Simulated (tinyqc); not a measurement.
What moves the results: conductance of a narrow metal strip with scatterers (square lattice, Green functions). A value that a table varies takes the place of the one given here.

A strip of W sites across with hard walls, site energy 0 and hopping -t. Mode n = 1 to W has profile chi_n(j) = sqrt(2/(W + 1)) sin(n j pi/(W + 1)) and energy en = -2t cos(n pi/(W + 1)); E = en - 2t cos(kn a). With z_n = exp(i kn a) (Im k > 0 for closed modes, |z| < 1) each lead gives the self-energy -t z_n in mode n. One column carries the site energies v, here one foreign atom. In the mode basis V_nm = sum_j chi_n(j) v_j chi_m(j), G = (E - en + 2 t z_n - V)^-1, and t_nm = 2t sqrt(sin(kn a) sin(km a)) G_nm in size for open modes. T = sum |t_nm|^2, conductance (2e^2/h) T.

Constants: e^2/h = 3.874045865e-05 S.

Values chosen for the exercise (hopping and spacing of the size met in Cu or Al; the lattice is a model; shifted at random, so the results belong to these values and not to a real crystal):
- t = 1.52 eV (hopping)
- W = 4 (sites across)
- v = (0, 0, 0, -3.9) eV (site energies in the scattering column)
- a = 2.71 angstrom (spacing)
- E = 1.77 eV (Fermi energy)

## Conductance steps with and without the scatterer

E is varied across the lower half of the band.

Against energy:

| E/t | E (eV) | open modes | T | reflected |
|---|---|---|---|---|
| -3.30 | -5.016 | 1 | 0.1289 | 0.8711 |
| -2.95 | -4.484 | 1 | 0.3506 | 0.6494 |
| -2.65 | -4.028 | 1 | 0.9898 | 0.0102 |
| -2.30 | -3.496 | 2 | 1.1607 | 0.8393 |
| -1.95 | -2.964 | 2 | 1.1254 | 0.8746 |
| -1.65 | -2.508 | 2 | 1.0001 | 0.9999 |
| -1.30 | -1.976 | 3 | 2.1150 | 0.8850 |
| -0.95 | -1.444 | 3 | 2.2351 | 0.7649 |
| -0.65 | -0.988 | 3 | 2.2177 | 0.7823 |
| -0.30 | -0.456 | 4 | 3.2254 | 0.7746 |
| 0.05 | 0.076 | 4 | 3.2851 | 0.7149 |

What does this show, and why?

The clean strip goes from 1 to 4 open modes. The reflected flux ranges from 0.010 (E/t = -2.65) to 1.000 (E/t = -1.65). A scatterer on one site acts on one combination of modes only, so it can reflect at most one unit.

## The same scatterer in wider strips

Width (W + 1) a; the strength is the entry of v largest in size. The foreign atom sits at site W/2 + 1, rounded down. Added resistance (1/T - 1/M)/(2 e^2/h), M the number of open modes.

Against width:

| W | width (angstrom) | M | T | T/M | added resistance (ohm) |
|---|---|---|---|---|---|
| 3 | 10.8 | 2 | 1.8844 | 0.9422 | 395.9 |
| 4 | 13.6 | 3 | 2.6644 | 0.8881 | 541.9 |
| 5 | 16.3 | 3 | 2.6773 | 0.8924 | 518.5 |
| 6 | 19.0 | 4 | 3.6448 | 0.9112 | 314.4 |
| 8 | 24.4 | 5 | 4.8155 | 0.9631 | 98.9 |
| 10 | 29.8 | 7 | 6.3856 | 0.9122 | 177.4 |
| 14 | 40.6 | 9 | 8.7573 | 0.9730 | 39.8 |
| 20 | 56.9 | 13 | 12.7192 | 0.9784 | 21.9 |

How do the results move?

The added resistance is 396 ohm at W = 3 and 21.9 at W = 20; from W = 10 to 20 it changes by a factor 0.12, where 1/M gives 0.54 and 1/M^2 gives 0.29. A point scatterer removes at most one unit of M (here 0.12 to 0.61), so its resistance is at most 1/(M (M - 1)) in units of h/2e^2, without bound for M = 1, with jumps where modes open or where the site sits near a node of the open modes; the largest value is at W = 4 (542 ohm).

## What each change does

Open modes M, T and the added resistance (1/T - 1/M)/(2 e^2/h). Each row changes one parameter from the base and keeps the others.

Results:

| case | M | T | added resistance (ohm) |
|---|---|---|---|
| base | 3 | 2.3295 | 1238 |
| t = 1.581 eV | 3 | 2.3714 | 1140 |
| E = 1.89 eV | 3 | 2.2681 | 1388 |
| v = (0, 0, 0, -5.07) eV | 3 | 2.2415 | 1456 |

What does this show?

The largest shifts from the base row, up to three for each result and ties (the steps differ in size, so this ranks the rows, not the parameters). M: unchanged at the printed digits by t, E and v. T: v -0.0880, E -0.0613, t +0.0419. added resistance (ohm): v +217, E +150, t -98.

Program tinyqc; command `OMP_NUM_THREADS=1 python tinyqc.py 1452733 1452734 out.jsonl`; about 0.01 s on one thread of a shared Intel(R) Xeon(R) Processor @ 2.30GHz.
